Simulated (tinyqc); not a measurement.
Relaxation at fixed composition: composition and strain of an epitaxial Si(1-x)Ge(x) layer from Raman and X-ray peaks. Computed by tinyqc, a small Python program. Command: `OMP_NUM_THREADS=1 python tinyqc.py 3029313 3029314 out.jsonl epiraman walk`. One thread of a shared host (Intel(R) Xeon(R) Processor @ 2.30GHz), about 0.01 s of CPU time with the checks.

A (001) layer, biaxially strained in the plane. The Raman peaks follow empirical lines omega = w0 + c1 x + c3 x^3 + b eps (c3 for Si-Ge alone), with eps the in-plane strain.

Inputs (values chosen for the exercise, modelled on silicon-germanium):
```
quantity                        value      unit
Ge fraction x                    0.77         -
lattice constant of Si          5.431  angstrom
lattice constant of Ge          5.658  angstrom
bowing B                        0.029  angstrom
2 C12/C11 of Si                 0.775         -
2 C12/C11 of Ge                 0.759         -
Si-Si: w0                       520.4      1/cm
Si-Si: c1                       -70.2      1/cm
Si-Si: strain coefficient b      -684      1/cm
Ge-Ge: w0                       280.3      1/cm
Ge-Ge: c1                        19.2      1/cm
Ge-Ge: strain coefficient b      -440      1/cm
X-ray wavelength             1.540598  angstrom
```

Substrate: silicon.

Method:
- Relaxed lattice constant a(x) = a_Si + (a_Ge - a_Si) x - B x (1 - x).
- In-plane constant a_par = a_sub + R (a(x) - a_sub); eps = a_par/a(x) - 1; eps_perp = -(2 C12/C11) eps with 2 C12/C11 linear in x; a_perp = a(x) (1 + eps_perp).
- (004) Bragg angle theta = arcsin(2 lambda/a), with a = a_perp for the layer and a_sub for the substrate; separation = layer less substrate. The apparent x is the one that a fully strained layer (R = 0) would need to give the same a_perp.

Signatures; columns: (1) R; (2) eps (per mille); (3) Si-Si (1/cm); (4) Ge-Ge (1/cm); (5) a_perp (angstrom); (6) (004) separation (arcsec); (7) apparent x if R = 0 is assumed:
```
(1)       (2)     (3)     (4)     (5)      (6)      (7)
0.00  -30.292  487.07  308.41  5.7300  -7328.2  0.77000
0.15  -25.748  483.96  306.41  5.7106  -6880.8  0.72410
0.30  -21.204  480.85  304.41  5.6912  -6429.7  0.67772
0.50  -15.146  476.71  301.75  5.6653  -5822.4  0.61511
0.70   -9.088  472.56  299.08  5.6395  -5208.4  0.55158
0.85   -4.544  469.45  297.08  5.6201  -4743.3  0.50330
1.00    0.000  466.35  295.08  5.6007  -4274.4  0.45446
```

What follows from these numbers?

Full relaxation moves the Si-Si peak by -20.72 per cm and shrinks the X-ray separation to 58 % of its strained value, about 1/(1 + 2 C12/C11). A symmetric reflection alone cannot part x from R: a relaxed layer read as strained gives x = 0.454 in place of 0.77. An asymmetric reflection or a second peak is needed.

Extremes, crossings and ranges named in words are read from the listed rows.
